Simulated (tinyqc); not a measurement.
Reverse leakage of an n+-p junction: diffusion, generation, trap-assisted and band-to-band tunnelling: one step of the calculation.

One-sided abrupt junction in the depletion approximation, x from the junction (0) to W on the p side, field F = F0 (1 - x/W). Flat quasi-Fermi levels, long p side. Traps generate through SRH with both lifetimes shortened by 1 + Gamma (Hurkx enhancement, form for moderate fields); band-to-band generation is local and needs a total bending above Eg.

Task. Field, scales and diffusion current. ni = sqrt(Nc Nv) exp(-Eg/(2 Vt)), Eg in volts; Vbi = Vt ln(Na Nd/ni^2); W = sqrt(2 eps0 eps_r (Vbi + VR)/(q Na)); F0 = 2 (Vbi + VR)/W; FG = sqrt(24 mt m0 (kB T)^3)/(q hbar); J_diff = q ni^2 sqrt(Dn/tau)(1 - exp(-VR/Vt))/Na.

Parameters, values chosen for the exercise; band and dielectric values close to those of silicon:
```
symbol,value,unit,meaning
T,300,K,temperature
Eg,1.12,eV,band gap
eps_r,11.8,,relative permittivity
Nc,2.78e19,cm^-3,conduction-band density of states at T
Nv,2.67e19,cm^-3,valence-band density of states at T
Na,7.5e16,cm^-3,acceptor density of the lighter side
Nd,1e20,cm^-3,donor density of the heavier side
tau,2e-9,s,SRH lifetime of both carriers at zero field
mt,0.25,m0,tunnelling mass
Dn,6.9,cm^2/s,electron diffusion coefficient on the lighter side
VR,1,V,reverse bias
```

Constants: q = 1.602176634e-19 C, kB = 1.380649e-23 J/K, hbar = 1.054571817e-34 J s, m0 = 9.1093837015e-31 kg, Vt = kB T/q, eps0 = 8.8541878128e-14 F/cm where lengths are in cm. Results are converted to the units shown.

Wanted: ni; Vbi; W; F0; FG; J_diff.

Result.

ni = 1.0658e10 cm^-3
Vbi = 1.0012 V
W = 186.55 nm
F0 = 214.55 kV/cm
FG = 368.84 kV/cm
J_diff = 1.4254e-11 A/cm^2

Range of the model: The n+ side is degenerate, so Vbi from Boltzmann statistics is only a guide.

Numbers from tinyqc (`OMP_NUM_THREADS=1 python tinyqc.py 2290082 2290083 out.jsonl`; about 0.01 s on one thread of a shared Intel Xeon 2.30GHz).
